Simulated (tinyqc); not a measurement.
Bandgap voltage reference from two bipolar transistors: effect of the output resistor at T0.

Two transistors of area 1 and N carry the same current I. Is(T) = Is (T/T0)^eta exp[(Vg0 q/kB)(1/T0 - 1/T)], VBE1 = Vt ln(I/Is(T)) + I rb, VBE2 = Vt ln(I/(N Is(T))) + I rb/N. The amplifier forces I R1(T) = VBE1 - VBE2 + Vos, with R(T) = R (1 + tc (T - T0)) for both resistors, and the output is Vref = VBE1 + I R2(T). Base currents and the Early effect are neglected.

Vt = kB T/q; I = (Vt ln N + Vos)/(R1(T) - rb (1 - 1/N)). Box coefficient: span of Vref between 233 and 398 K over its average over T and over 165 K. The last column is the R2 that gives zero slope at T0.

Values chosen for this exercise; values of the order met in silicon bipolar transistors: reference temperature T0 = 300 K; band-gap voltage extrapolated to 0 K Vg0 = 1.192 V; temperature exponent of the saturation current eta = 4.3; saturation current of the unit transistor at T0 Is = 6.9e-16 A; area ratio of the second transistor N = 8; resistor across which the difference of VBE falls, at T0 R1 = 18 kohm; temperature coefficient of both resistors tc = 0 ppm/K; offset of the amplifier Vos = 0 mV; series resistance of the unit transistor rb = 91 ohm.

Constants: q = 1.602176634e-19 C, kB = 1.380649e-23 J/K. Results are converted to the units shown.

Effect of the output resistor at T0:
```
R2 (kohm)  I at T0 (uA)  Vref at T0 (V)  slope at T0 (uV/K)  box coefficient (ppm/K)  R2 for zero slope (kohm)
215.7             3.000           1.221              -187.5                    163.1                     234.5
222.7             3.000           1.242              -117.5                    103.7                     234.5
229.8             3.000           1.263              -46.51                    46.90                     234.5
234.5             3.000           1.277              0.4905                    19.36                     234.5
239.1             3.000           1.291               46.49                    31.11                     234.5
246.2             3.000           1.313               117.5                    81.07                     234.5
253.2             3.000           1.334               187.5                    132.2                     234.5
```

What does the comparison show?

As R2 goes from 215.7 to 253.2, Vref rises from 1.221 to 1.334 V and the box coefficient goes from 163 through a minimum of 19.4 (at R2 = 234.5 among the rows listed) to 132 ppm/K. One per cent in R2 moves the slope by 23.4 uV/K.

tinyqc, about 0.02 s, one thread, Intel Xeon 2.30GHz (shared host): `OMP_NUM_THREADS=1 python tinyqc.py 2062025 2062026 out.jsonl`
